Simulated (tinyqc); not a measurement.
MOS capacitor on a p-type substrate, surface potential from the exact charge relation: one step of the calculation.

Uniform p-type substrate, Boltzmann statistics, full ionisation, classical densities. psi is the surface potential against the body (positive when the bands bend down) and u = psi/Vt. Traps are spread evenly over the gap and neutral at flat band, so their charge is -q Dit psi; the minority quasi-Fermi level is shifted by Vb.

Task. Newton step for the surface potential. u = psi/Vt; F^2 = exp(-u) + u - 1 + r (exp(u) - u - 1); Qs = -sign(u) Q0 F; Cs = -dQs/dpsi = (Q0/Vt) |1 - exp(-u) + r (exp(u) - 1)|/(2 F). f = Vfb + psi + (q Dit psi - Qs)/Cox - Vg, f' = 1 + (Cs + q Dit)/Cox, psi(new) = psi - f/f'.

Inputs (values chosen for the exercise); band and dielectric values close to those of silicon:

| symbol | value | unit | meaning |
|---|---|---|---|
| T | 300 | K | temperature |
| Dit | 0 | cm^-2 eV^-1 | density of interface traps |
| Vg | 1.93 | V | gate voltage against the body |

Constants: q = 1.602176634e-19 C, kB = 1.380649e-23 J/K, Vt = kB T/q. Results are converted to the units shown.

psi after iteration 1 = 0.93986497 V
Cox = 0.20585987 uF/cm^2
Vfb = -0.099982974 V
Q0 = 32.227251 nC/cm^2
r = 3.6803487e-15

Wanted: u; F; Qs; Cs; f; f'; psi after iteration 2.

Result.

u = 36.356
F = 7.6157
Qs = -245.43 nC/cm^2
Cs = 1.9350 uF/cm^2
f = 0.10211 V
f' = 10.400
psi after iteration 2 = 0.93005 V

tinyqc, about 0.01 s, one thread, Intel Xeon 2.30GHz (shared host): `OMP_NUM_THREADS=1 python tinyqc.py 2060027 2060028 out.jsonl`
